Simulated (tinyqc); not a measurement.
# Short-channel transistor, virtual-source model with series resistance: effects of single changes

The current per gate width is the charge at the top of the source barrier (the virtual source) times its velocity times a saturation function; al and be are fitting constants of the model. Units: I in uA/um, Rs in ohm um, so I Rs = 1e-6 I Rs in volts; Q in uC/cm^2, so I = 1e-4 Q vx0 Fsat with vx0 in cm/s.

Values chosen for this exercise:
```
symbol   value        unit                                                         meaning
T          350           K                                                     temperature
Cinv      2.67     uF/cm^2                                           inversion capacitance
vx0     3.17e7        cm/s                                  velocity at the virtual source
mu         690  cm^2/(V s)                                               apparent mobility
L           45          nm                                                  channel length
VT0      0.312           V                                 threshold at zero drain voltage
dl       0.039         V/V                                  drain-induced barrier lowering
n0        1.53                                                         subthreshold factor
nd           0         1/V                                  growth of n with drain voltage
al         3.5              threshold shift (in units of Vt) from weak to strong inversion
be         1.6                                                     sharpness of saturation
Rs         200      ohm um                               series resistance of each contact
```

Constants: q = 1.602176634e-19 C, kB = 1.380649e-23 J/K, Vt = kB T/q. Results are converted to the units shown.

Each table varies one quantity; the others keep the values above.

## Supply voltage at a fixed off current

Intrinsic voltages Vg' = Vgs - I Rs, Vd' = Vds - 2 I Rs. n = n0 + nd Vd', VT = VT0 - dl Vd', Ff = 1/(1 + exp((Vg' - VT + al Vt/2)/(al Vt))), Q = Cinv n Vt ln(1 + exp((Vg' - VT + al Vt Ff)/(n Vt))), Vdsat = (vx0 L/mu)(1 - Ff) + Vt Ff, Fsat = u/(1 + u^be)^(1/be) with u = Vd'/Vdsat, and I = Q vx0 Fsat per width. I is solved self-consistently. For each supply Vdd, VT0 is set so that I(Vgs = 0, Vds = Vdd) = 100 nA/um; Ion = I(Vdd, Vdd); C = Cinv L + 0.33 fF/um of parasitic capacitance; delay C Vdd/Ion, energy C Vdd^2.

Supply voltage at a fixed off current:

| Vdd (V) | VT0 (V) | Ion (uA/um) | delay (ps) | energy (fJ/um) |
|---|---|---|---|---|
| 0.4 | 0.5005 | 119.1 | 5.144 | 0.2450 |
| 0.5 | 0.5046 | 273.6 | 2.799 | 0.3829 |
| 0.6 | 0.5086 | 476.8 | 1.927 | 0.5513 |
| 0.7 | 0.5125 | 708.8 | 1.512 | 0.7504 |
| 0.8 | 0.5165 | 957.4 | 1.280 | 0.9802 |
| 0.9 | 0.5204 | 1215 | 1.134 | 1.241 |
| 1 | 0.5243 | 1479 | 1.036 | 1.532 |
| 1.1 | 0.5282 | 1745 | 0.9654 | 1.853 |

What does the table show?

The VT0 needed rises from 0.501 to 0.528 V and Ion rises from 119 to 1750 uA/um. The delay falls from 5.14 to 0.965 ps, while the energy grows as Vdd^2. Going from 0.4 to 0.5 V changes the delay by -46 %, going from 1 to 1.1 V by -6.8 %.

## Effect of the drain-induced barrier lowering on the on and off currents

Same model as above.

Ion is I at Vgs = Vds = 0.6 V, Ioff at Vgs = 0, Vds = 0.6 V, and Rlin = Vds/I at Vgs = 0.6 V, Vds = 0.05 V.

Results:

| dl (V/V) | Ion (uA/um) | Ioff (nA/um) | log10(Ion/Ioff) | Rlin (ohm um) |
|---|---|---|---|---|
| 0 | 866.2 | 3613 | 2.380 | 486.5 |
| 0.04 | 885.2 | 5749 | 2.187 | 486.4 |
| 0.08 | 902.8 | 9002 | 2.001 | 486.3 |
| 0.12 | 919.1 | 1.381e4 | 1.823 | 486.2 |
| 0.2 | 948.3 | 3.001e4 | 1.500 | 486.0 |
| 0.24 | 961.4 | 4.217e4 | 1.358 | 485.9 |
| 0.28 | 973.7 | 5.723e4 | 1.231 | 485.9 |

Estimate the missing row, dl = 0.16 V/V.

Computed row:

| dl (V/V) | Ion (uA/um) | Ioff (nA/um) | log10(Ion/Ioff) | Rlin (ohm um) |
|---|---|---|---|---|
| 0.16 | 934.2 | 2.066e4 | 1.655 | 486.1 |

With this row back in the table: As dl goes from 0 to 0.28 V/V, Ion rises from 866 to 974 uA/um, Ioff rises from 3610 to 57200 nA/um and Rlin stays near 486 ohm um. Ion changes by a factor of 1.12 and Ioff by 15.8. The off current depends on it through an exponential, the on current about linearly. In every row the off current passes 1 uA/um, so the device is hardly off at Vgs = 0.

Program tinyqc, `OMP_NUM_THREADS=1 python tinyqc.py 2380017 2380018 out.jsonl`; Intel Xeon 2.30GHz, shared host, one thread, about 0.01 s.
